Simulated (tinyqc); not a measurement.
Carrier lifetime from Shockley-Read-Hall, radiative, Auger and surface recombination: one step, computed by the program tinyqc. Command: `OMP_NUM_THREADS=1 python tinyqc.py 3026439 3026440 out.jsonl lifetime walk`. One thread of a shared host (Intel(R) Xeon(R) Processor @ 2.30GHz), about 0.02 s of CPU time with the checks.

Energies are counted from the top of the valence band. Boltzmann statistics, full ionisation, and equal excess densities of electrons and holes.

Task: Equilibrium densities. N_c = 2 M_c (2 pi m_e k_B T/h^2)^(3/2) and N_v = 2 (2 pi m_h k_B T/h^2)^(3/2), masses in units of m_0. n_i = sqrt(N_c N_v) exp(-E_g/2 k_B T); majority density N/2 + sqrt(N^2/4 + n_i^2), minority density n_i^2 over it.

Inputs (values chosen for the exercise, with bands modelled on germanium):
```
quantity             value   unit
gap E_g               0.66     eV
electron mass m_e    0.226    m_0
valleys M_c              4      -
hole mass m_h        0.335    m_0
temperature T          300      K
doping N           5.5e+14  cm^-3
```

Doping: p-type. Surface term: two equal surfaces.

Constants: m_0 = 9.1093837015e-31 kg; k_B = 1.380649e-23 J/K; h = 6.62607015e-34 J s; k_B = 8.617333262e-05 eV/K.

Give: N_c; N_v; n_i; n_0; p_0.

Result:

N_c = 1.078e+19 cm^-3

N_v = 4.866e+18 cm^-3

n_i = 2.071e+13 cm^-3

n_0 = 7.788e+11 cm^-3

p_0 = 5.508e+14 cm^-3
